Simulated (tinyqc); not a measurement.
Interface traps from C-V curves, high-low and Terman methods: two steps of the calculation.

MOS capacitor on an n-type substrate; psi is the band bending, negative in depletion; only majority carriers are counted. At the bending psi the Fermi level lies y = xi - psi below the conduction edge at the surface, xi = Vt ln(Nc/Nd). Dit(y) = D0 + D1 exp(-y/E1); traps fill up to the Fermi level, follow the bias and a slow signal, and do not follow a fast one. V is the gate voltage from flat band.

Parameters, values chosen for the exercise; band and dielectric values close to those of silicon:
```
symbol    value         unit                                   meaning
T           200            K                               temperature
eps_r      11.6                                  relative permittivity
Nc      1.55e19        cm^-3    conduction-band density of states at T
Nd       6.5e16        cm^-3                             donor density
EOT         3.2           nm                equivalent oxide thickness
D0       2.5e12  cm^-2 eV^-1       trap density far from the band edge
D1       6.2e13  cm^-2 eV^-1  band-tail density at the conduction edge
E1         0.11           eV                  decay energy of the tail
n             7                                                 points
pa        -0.73            V                      deepest band bending
pb       -0.026            V                   shallowest band bending
```

Constants: q = 1.602176634e-19 C, kB = 1.380649e-23 J/K, Vt = kB T/q, eps0 = 8.8541878128e-14 F/cm where lengths are in cm. Results are converted to the units shown.

Task 1. The curves. Cox = 3.9 eps0/EOT, LD = sqrt(eps0 eps_r Vt/(q Nd)), u = psi/Vt, Cd = (eps0 eps_r/(sqrt(2) LD)) |exp(u) - 1|/sqrt(exp(u) - u - 1). Ideal V0 = psi - sqrt(2) (eps0 eps_r Vt/LD) sqrt(exp(u) - u - 1)/Cox for psi < 0; the traps add dV = (q/Cox) times the integral of Dit from 0 to psi = (q/Cox) [D0 psi + D1 E1 exp(-xi/E1) (exp(psi/E1) - 1)]. 1/C_HF = 1/Cox + 1/Cd, 1/C_LF = 1/Cox + 1/(Cd + q Dit). Take n equally spaced psi from pa to pb.

Give: psi; y; Dit; V0; V; C_HF; C_LF; Cox.

Result 1.

| point | psi (V) | y (eV) | Dit (cm^-2 eV^-1) | V0 (V) | V (V) | C_HF (nF/cm^2) | C_LF (nF/cm^2) |
|---|---|---|---|---|---|---|---|
| 0 | -0.7300 | 0.8243 | 2.534e12 | -0.8444 | -1.544 | 80.19 | 338.3 |
| 1 | -0.6127 | 0.7070 | 2.600e12 | -0.7173 | -1.373 | 87.12 | 347.0 |
| 2 | -0.4953 | 0.5897 | 2.791e12 | -0.5891 | -1.198 | 96.32 | 365.6 |
| 3 | -0.3780 | 0.4723 | 3.346e12 | -0.4594 | -1.015 | 109.4 | 408.7 |
| 4 | -0.2607 | 0.3550 | 4.959e12 | -0.3275 | -0.814 | 130.3 | 503.2 |
| 5 | -0.1433 | 0.2377 | 9.645e12 | -0.1915 | -0.557 | 172.9 | 667.7 |
| 6 | -0.0260 | 0.1203 | 2.326e13 | -0.0412 | -0.141 | 345.3 | 860.0 |

Cox = 1079 nF/cm^2

At the deepest bending the traps stretch the gate voltage from -0.844 to -1.54 V.

Task 2. Terman extraction. psi at each point follows from C_HF and the ideal curve. Dit = (Cox/q) d(V - V0)/dpsi by central differences over the two neighbours.

| point | psi (V) | V0 (V) | V (V) |
|---|---|---|---|
| 0 | -0.73000000 | -0.84443007 | -1.5443071 |
| 1 | -0.61266667 | -0.71725493 | -1.3725063 |
| 2 | -0.49533333 | -0.58905190 | -1.1976316 |
| 3 | -0.37800000 | -0.45941028 | -1.0153734 |
| 4 | -0.26066667 | -0.32754042 | -0.8136127 |
| 5 | -0.14333333 | -0.19146483 | -0.5574530 |
| 6 | -0.02600000 | -0.04120103 | -0.1412596 |

Cox = 1079.1041 nF/cm^2

Wanted: Dit by Terman.

Result 2.

Dit by Terman, point 1 to 5 (cm^-2 eV^-1): [2.620e12, 2.850e12, 3.516e12, 5.453e12, 1.108e13]

The differences overstate the curved tail; the largest error is 15 %, at point 5.

Program tinyqc, `OMP_NUM_THREADS=1 python tinyqc.py 2030035 2030036 out.jsonl`; Intel Xeon 2.30GHz, shared host, one thread, about 0.01 s.
